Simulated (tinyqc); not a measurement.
Worked calculation: RKS/BLYP in the 6-31g basis, for H2, spin multiplicity 1. One step of it, computed by the program tinyqc.

Problem. Iteration 2: building the Kohn-Sham matrix. J_ij = sum D_kl (ij|kl); F = H + J + V_xc; E = tr D H + tr D J / 2 + E_xc + E_nn.

D after iteration 1, order 1H 1s, 1H 2s, 2H 1s, 2H 2s:
$$\begin{pmatrix}
0.243012 & 0.176595 & 0.243012 & 0.176595 \\
0.176595 & 0.128330 & 0.176595 & 0.128330 \\
0.243012 & 0.176595 & 0.243012 & 0.176595 \\
0.176595 & 0.128330 & 0.176595 & 0.128330
\end{pmatrix}$$

core Hamiltonian H = T + V (hartree), order 1H 1s, 1H 2s, 2H 1s, 2H 2s:
$$\begin{pmatrix}
-0.952184 & -0.917022 & -0.793612 & -0.771507 \\
-0.917022 & -0.924603 & -0.771507 & -0.850409 \\
-0.793612 & -0.771507 & -0.952184 & -0.917022 \\
-0.771507 & -0.850409 & -0.917022 & -0.924603
\end{pmatrix}$$

Two-electron integrals (ij|kl) in chemists' order, unique and non-zero (hartree):
```
(11|11) 1.076566   (21|11) 0.578470   (21|21) 0.329423   (22|11) 0.587396
(22|21) 0.361304   (22|22) 0.453150   (31|11) 0.398738   (31|21) 0.226981
(31|22) 0.247685   (31|31) 0.192246   (32|11) 0.342253   (32|21) 0.207529
(32|22) 0.250272   (32|31) 0.182718   (32|32) 0.193302   (33|11) 0.655943
(33|21) 0.404627   (33|22) 0.495949   (33|31) 0.398738   (33|32) 0.437517
(33|33) 1.076566   (41|11) 0.437517   (41|21) 0.250031   (41|22) 0.275755
(41|31) 0.182718   (41|32) 0.170418   (41|33) 0.342253   (41|41) 0.193302
(42|11) 0.477715   (42|21) 0.295474   (42|22) 0.375229   (42|31) 0.219875
(42|32) 0.231933   (42|33) 0.477715   (42|41) 0.231933   (42|42) 0.327753
(43|11) 0.404627   (43|21) 0.249730   (43|22) 0.311216   (43|31) 0.226981
(43|32) 0.250031   (43|33) 0.578470   (43|41) 0.207529   (43|42) 0.295474
(43|43) 0.329423   (44|11) 0.495949   (44|21) 0.311216   (44|22) 0.408627
(44|31) 0.247685   (44|32) 0.275755   (44|33) 0.587396   (44|41) 0.250272
(44|42) 0.375229   (44|43) 0.361304   (44|44) 0.453150
```

nuclear repulsion = 0.70556961 hartree

V_xc (hartree), order 1H 1s, 1H 2s, 2H 1s, 2H 2s:
$$\begin{pmatrix}
-0.552139 & -0.294388 & -0.248954 & -0.234367 \\
-0.294388 & -0.288870 & -0.234367 & -0.257444 \\
-0.248954 & -0.234367 & -0.552139 & -0.294388 \\
-0.234367 & -0.257444 & -0.294388 & -0.288870
\end{pmatrix}$$

E_xc = sum of w rho eps_xc = -0.70670904 hartree

Give: Coulomb J; Kohn-Sham matrix F; total energy of this density.

Solution.

Coulomb J (hartree), order 1H 1s, 1H 2s, 2H 1s, 2H 2s:
$$\begin{pmatrix}
1.4991 & 0.8775 & 0.6966 & 0.6954 \\
0.8775 & 1.0139 & 0.6954 & 0.8920 \\
0.6966 & 0.6954 & 1.4991 & 0.8775 \\
0.6954 & 0.8920 & 0.8775 & 1.0139
\end{pmatrix}$$

Kohn-Sham matrix F (hartree), order 1H 1s, 1H 2s, 2H 1s, 2H 2s:
$$\begin{pmatrix}
-0.0052 & -0.3339 & -0.3459 & -0.3105 \\
-0.3339 & -0.1996 & -0.3105 & -0.2158 \\
-0.3459 & -0.3105 & -0.0052 & -0.3339 \\
-0.3105 & -0.2158 & -0.3339 & -0.1996
\end{pmatrix}$$

total energy of this density = -1.164249 hartree
